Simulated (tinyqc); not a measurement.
Kinetics of strain relaxation and threading dislocations in mismatched semiconductor layers: one step, computed by the program tinyqc.

60-degree dislocations on {111} planes of a (001) layer, isotropic elasticity. The Schmid factor is 1/sqrt(6), and a misfit segment relieves strain with b/2.

Task: Thick uniform layer and trapping in a trench. A separate case, a thick relaxed layer. Pair reactions during growth: d rho/dh = -K rho^2 with K = 2 r_A tan(psi) and threads inclined by psi = 45 degrees (the <110> lines of {111} planes), so rho = 1/(K H) for a layer that starts with far more threads than that, as highly mismatched layers do. In a trench along [110] a thread on {111} rises at 54.74 degrees across the width, and leaves through the wall below the height w tan(54.74 degrees) = sqrt(2) w; the share of threads, evenly spread over the floor, that reach the top is max(0, 1 - a/sqrt 2) for the aspect ratio a.

Inputs (values chosen for the exercise, modelled on Si(0.8)Ge(0.2) on Si): misfit f = 0.00872; reaction radius r_A = 36 nm; final thickness of a thick uniform layer H = 7.2 micrometre; aspect ratio of a trench = 0.56.

Give: thread density at H; share that reaches the top.

Result:

thread density at H = 1.929e+08 1/cm^2

share that reaches the top = 0.6040

The trench is too shallow to trap all. Thickness alone needs 1400 micrometre for 1e6 /cm^2. Caution: at this small misfit a layer may start with fewer threads than 1/(K H), which is then only an upper bound.
